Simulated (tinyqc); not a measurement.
Koster-Slater impurity in a tight-binding band, by Green functions and by supercells: one step, computed by the program tinyqc. Command: `OMP_NUM_THREADS=1 python tinyqc.py 3025558 3025559 out.jsonl kosterslater walk`. One thread of a shared host (Intel(R) Xeon(R) Processor @ 2.30GHz), about 0.03 s of CPU time with the checks.

One orbital per site, e(k) = -2 t sum cos(k_i) over 2 direction(s), band from -4 t to 4 t, lattice constant 1. One site has the extra energy U. Spin is left out.

Question. The supercell Hamiltonian at Gamma. H_ij = -t for each bond from i to j, images included (two bonds add when N = 2); H_11 = U; sites are numbered with the last coordinate running fastest. Diagonalise.

Inputs (values chosen for the exercise, for a model band): hopping t = 0.67 eV; impurity potential U = -4.01 eV; supercell edge N = 2 sites.

Lattice: square.

Give: H; levels.

Answer.

H (eV):
```
,1,2,3,4
1,-4.01,-1.34,-1.34,0.00
2,-1.34,0.00,0.00,-1.34
3,-1.34,0.00,0.00,-1.34
4,0.00,-1.34,-1.34,0.00
```

levels (eV): [-4.877, -1.339, 0.000, 2.206]
